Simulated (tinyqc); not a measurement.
# Length offset and series resistance from crossing lines

Question. R_total = Rs + k (L - dL)/Vo with constant Rs, dL and k. Find k, dL and Rs.

R_total at (L, Vo) = (50, 0.31), (150, 0.31), (50, 0.77) and (150, 0.77), L in nm and Vo in V (ohm um): [336.09677, 949, 191.46753, 438.22078]

Answer. At each overdrive R is a straight line in L with slope k/Vo; the two lines cross at L = dL, R = Rs.

k = 1.90 ohm um V/nm
dL = 10.5 nm
Rs = 94.0 ohm um

Numbers from tinyqc (`OMP_NUM_THREADS=1 python tinyqc.py 2282086 2282087 out.jsonl`; about 0.03 s on one thread of a shared Intel Xeon 2.30GHz).
